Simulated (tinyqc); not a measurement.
Length of a polyene: Hueckel, PPP and singles CI along the polyenes. Computed by the program tinyqc. Hueckel uses the same beta without repulsion; CIS keeps all single excitations and so misses the low, doubly excited 2Ag state. W is the valence ionisation energy of a centre, MN the Mataga-Nishimoto formula, f the oscillator strength.

All-trans chains of carbon centres 1.40 angstrom apart:
```
parameter                               value
beta (eV), times 1 +/- alternation  -2.110000
alternation                                 0
W (eV)                              11.160000
gamma_rr (eV)                       11.090000
repulsion formula                        Ohno
```

Gaps and excitations (eV):
```
centres  Hueckel gap  PPP orbital gap  bright singlet (CIS)      f  lowest triplet (CIS)
2              4.220           11.761                 5.994  0.514                 2.446
4              2.608            9.263                 4.669  0.989                 1.551
6              1.878            7.971                 3.855  1.401                 1.123
8              1.466            7.184                 3.315  1.761                 0.886
10             1.201            6.660                 2.934  2.077                 0.741
12             1.017            6.290                 2.654  2.361                 0.646
```

What does the comparison show, and why?

The Hueckel gap tends to 4 x alternation x |beta| = 0.00 eV for long chains (zero without alternation, falling as 1/N). Exchange opens the PPP orbital gap, and the attraction of electron and hole brings the bright state 3.64 eV below it at 12 centres; the triplet lies 2.01 eV lower still.
